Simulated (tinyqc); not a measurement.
Raman shift of the zone-centre optical phonon of a diamond-structure crystal under stress: one step, computed by the program tinyqc.

Axes x, y, z are the cube axes. Strain shifts the threefold optical mode and can split it; p, q and r are the phonon deformation potentials.

Problem. Stress and strain tensors. Hydrostatic stress: sigma_ij = sigma delta_ij. eps_xx = S11 sigma_xx + S12 (sigma_yy + sigma_zz), and cyclic; eps_xy = S44 sigma_xy/2 (tensor strain).

Inputs (values chosen for the exercise, modelled on silicon): stress sigma (tension positive) = 2.2 GPa.

Stress state: hydrostatic. Axis: none.

S44 = 12.37777 1/TPa

S11 = 7.681931 1/TPa

S12 = -2.124875 1/TPa

Give: stress; strain; volume strain.

Solution.

stress (GPa):
```
     x    y    z
x  2.2  0.0  0.0
y  0.0  2.2  0.0
z  0.0  0.0  2.2
```

strain (per mille):
```
        x       y       z
x  7.5508  0.0000  0.0000
y  0.0000  7.5508  0.0000
z  0.0000  0.0000  7.5508
```

volume strain = 22.652 per mille
